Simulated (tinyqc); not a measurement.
Time-dependent dielectric breakdown: cell percolation, Weibull statistics, area scaling and voltage extrapolation: one step, computed by the program tinyqc.

The oxide is divided into columns of area a^2, each holding m = t_ox/a cells (m is taken as continuous). A share lambda(t) = (t/t_1)^alpha of the cells is defective, and a column whose cells are all defective breaks down.

Problem. Projection to use conditions. All three voltage laws share the slope n at the stress voltage. Factor t(V_u)/t(V): E law exp(n (1 - V_u/V)); 1/E law exp(n (V/V_u - 1)); power law (V/V_u)^n. Temperatures in kelvin are T(C) + 273.15. Temperature factor exp[(E_a/k_B)(1/T_u - 1/T)]; area factor (A/A_u)^(1/beta); percentile factor (-ln(1 - F))^(1/beta); life = t63 x all four; 1 year = 3.15576e7 s.

Inputs (values chosen for the exercise, for a model gate oxide):
```
quantity                                                  value  unit
test area A                                                 500  um^2
product area A_u                                         300000  um^2
stress voltage V                                           5.91     V
use voltage V_u                                             3.1     V
local exponent n = -d ln t/d ln V at the stress voltage      40     -
activation energy E_a                                      0.65    eV
stress temperature T                                        140     C
use temperature T_u                                         100     C
allowed failure fraction F                                1e-06     -
```

Voltage law used: E.

Weibull slope beta = 2.6

characteristic life t63 = 16636.46 s

Constants: k_B = 8.617333262e-05 eV/K.

Give: voltage factor; temperature factor; area factor; percentile factor; projected life.

Solution.

voltage factor = 1.818e+08

temperature factor = 7.079

area factor = 0.08540

percentile factor = 0.004924

projected life = 285.3 years

Area and percentile together cost 3.4 decades, voltage and temperature return 9.1; a ten-year target is met. Caution: t_1 is an input here; in a real oxide it changes with thickness at fixed voltage.
